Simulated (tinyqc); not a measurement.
From results back to parameters: overlap of hydrogenic dopants: pairs, impurity band and the Mott density. Three cases, with inputs chosen for the exercise.

Problem. Ry* = Ry m/eps^2, aB = a0 eps/m, and the Mott density is (0.26/aB)^3 (1/angstrom^3 = 1e24/cm^3). Binding energy and critical density come from a hidden mass and dielectric constant.

Constants: Ry = 13.60569312 eV; a0 (Bohr radius) = 0.5291772105 angstrom.

Case 1.

binding energy = 5.54410 meV
critical density = 1.845737e+16 1/cm^3

Case 2.

binding energy = 50.06895 meV
critical density = 5.910988e+18 1/cm^3

Case 3.

binding energy = 28.62865 meV
critical density = 1.909417e+18 1/cm^3

Find: aB; eps; m.

Solution. aB = 0.26/n^(1/3); the product Ry* aB = Ry a0/eps gives eps, and m = a0 eps/aB.

Case 1.

aB = 98.38 angstrom
eps = 13.20
m = 0.071 m0

Case 2.

aB = 14.38 angstrom
eps = 10.00
m = 0.368 m0

Case 3.

aB = 20.96 angstrom
eps = 12.00
m = 0.303 m0

Computed by tinyqc, one run a case: `OMP_NUM_THREADS=1 python tinyqc.py N N+1 out.jsonl` with N = 1482097, 1482145, 1482178; one thread of a shared Intel(R) Xeon(R) Processor @ 2.30GHz, about 0.01 s a run at most.
